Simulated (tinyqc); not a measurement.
# Heat flow across a film from the phonon Boltzmann equation in the relaxation-time approximation, step by step

A worked calculation. Computed by tinyqc, a small Python program that keeps every step. Command: `OMP_NUM_THREADS=1 python tinyqc.py 3023242 3023243 out.jsonl slabbte walk`. One thread of a shared host (Intel(R) Xeon(R) Processor @ 2.30GHz), about 0.01 s of CPU time with the checks. Intermediate numbers are printed to about 6 digits and carried at full precision; extremes and crossings named in words are read from the listed rows.

Two black walls, hot at x = 0 and cold at x = L, emit phonons isotropically. For one free path Lambda, with tau = x/Lambda, tau_L = L/Lambda and phi = (T - T_cold)/Delta T, energy balance gives phi(tau) = (1/2) [E2(tau) + int_0^tau_L phi(s) E1(|tau - s|) ds]; E_n are the exponential integrals. The flux over the ballistic flux C v Delta T/4 is psi = 1 - 2 int_0^tau_L phi(s) E2(s) ds, and kappa_eff/kappa = (3/4) tau_L psi. kappa = C v Lambda/3 is an input, so at fixed kappa a longer free path means a smaller C v.

Inputs (values chosen for the exercise, modelled on gallium oxide):
```
quantity                             value     unit
bulk conductivity kappa               21.7  W/(m K)
film thickness L                        23       nm
wall temperature difference Delta T    2.2        K
free path Lambda_1                      31       nm
free path Lambda_2                     300       nm
share f_2 of kappa                    0.38        -
cells n in the small system              6        -
```

Free-path groups: two.

## The small linear system for Lambda_1

Cut the film into n equal cells with constant phi, collocated at the centres c_i: the kernel integrates to A_ij = |E2(|c_i - e_j|) - E2(|c_i - e_(j+1)|)|/2 for cell edges e_j, and A_ii = 1 - E2(half a cell); solve (1 - A) phi = E2(c)/2; psi = 1 - 2 sum_j phi_j [E3(e_j) - E3(e_(j+1))].

optical thickness tau_L = 0.741935

1 - A, lower triangle (symmetric):
```
           1          2          3          4          5         6
1   0.799876
2  -0.103742   0.799876
3  -0.065727  -0.103742   0.799876
4  -0.046869  -0.065727  -0.103742   0.799876
5  -0.035164  -0.046869  -0.065727  -0.103742   0.799876
6  -0.027174  -0.035164  -0.046869  -0.065727  -0.103742  0.799876
```

right-hand side E2(c)/2: 0.399938  0.296197  0.230470  0.183601  0.148437  0.121262

flux weights E3(e_j) - E3(e_(j+1)): 0.100310  0.0736106  0.0571860  0.0455250  0.0367915  0.0300484

## Temperature profile and flux in the small system

In short, (1 - A) phi = b and psi = 1 - 2 sum_j w_j phi_j, with b the right-hand side and w_j the flux weights; the cells divide 0 to tau_L.

phi at the cell centres: 0.677806  0.603178  0.533985  0.466015  0.396822  0.322194

psi, small system = 0.623153

## Fine solution for Lambda_1

Use 150 and 300 cells and extrapolate psi = (4 psi(300) - psi(150))/3. The jump at the hot wall is 1 - phi there (linear extrapolation from the first two of 300 cells). Two-flux (diffusion with slip) formula: psi = 1/(1 + 3 tau_L/4).

psi for Lambda_1 = 0.621582

kappa_eff/kappa for Lambda_1 = 0.345880

jump at the wall / Delta T for Lambda_1 = 0.273507

psi, two-flux formula = 0.642487

The small system misses psi by +0.25 % and the two-flux formula by +3.4 %. For Lambda_1 alone: Jumps at the walls and the gradient inside share Delta T.

## Conductivity, flux and boundary resistance of the film

Each group is solved on its own with 150 and 300 cells, psi = (4 psi(300) - psi(150))/3, and weighted by its share of kappa (f_1 is what the others leave); exchange of energy between groups inside the film is left out. Flux J = kappa_eff Delta T/L; apparent boundary resistance per wall (L/kappa_eff - L/kappa)/2.

kappa_eff = 5.09602 W/(m K)

kappa_eff/kappa = 0.234839

flux J = 0.487445 GW/m^2

apparent resistance per wall = 1.72671 m^2 K/GW

## Exact and approximate size effects

Two-flux: kappa_eff/kappa = sum f_i/(1 + 4 Lambda_i/(3 L)). Matthiessen with the thickness: sum f_i/(1 + Lambda_i/L). Ballistic limit: sum f_i 3 L/(4 Lambda_i).

Kappa_eff/kappa:
```
L (nm)  Boltzmann   two-flux  Matthiessen  ballistic limit
0.93    0.0144397  0.0145245    0.0192326        0.0148335
3.1     0.0454956  0.0461782    0.0602501         0.049445
7.8      0.103093   0.105694     0.134269          0.12441
19       0.205949   0.212480     0.258233          0.30305
46       0.355716   0.365758     0.420910           0.7337
120      0.538575   0.548849     0.601287            1.914
310      0.703599   0.712974     0.756751           4.9445
780      0.832801   0.839985     0.870745           12.441
```

The two-flux formula lies above the Boltzmann result by at most about 3.2 % (at L = 19 nm); the Matthiessen form is high by up to 33 %, since it misses the factor 3/4 of the ballistic limit. The thinnest film reaches 97 % of that limit, and the thickest, 25 Lambda_1, only 83 % of the bulk value: the long free paths keep the size effect alive far beyond Lambda_1. Rows below about 10 nm are near the phonon wavelength, where a particle picture fails.

Checks made by the program: symmetry phi(tau) + phi(tau_L - tau) = 1 (relative difference below 1e-10); thick-film limit psi = 1/(3 tau_L/4 + 1.0657) at tau_L = 20 (relative difference 2e-04).
